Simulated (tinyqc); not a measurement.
# Delay unit and parasitic delay from two ring oscillators

Problem. A ring of 31 inverters oscillates at 1/(2 x 31 d), with stage delay d = tau (h + p) for fan-out h. Find tau, p and the delay at fan-out 4.

frequencies of 31-stage ring oscillators with fan-out 1 and 4 (GHz): 5.0976714  2.1902542

Solution. d is a straight line in h with slope tau and intercept tau p.

tau = 1.40 ps
p = 1.26
delay at fan-out 4 = 7.36 ps

tinyqc, about 0.01 s, one thread, Intel Xeon 2.30GHz (shared host): `OMP_NUM_THREADS=1 python tinyqc.py 2082047 2082048 out.jsonl`
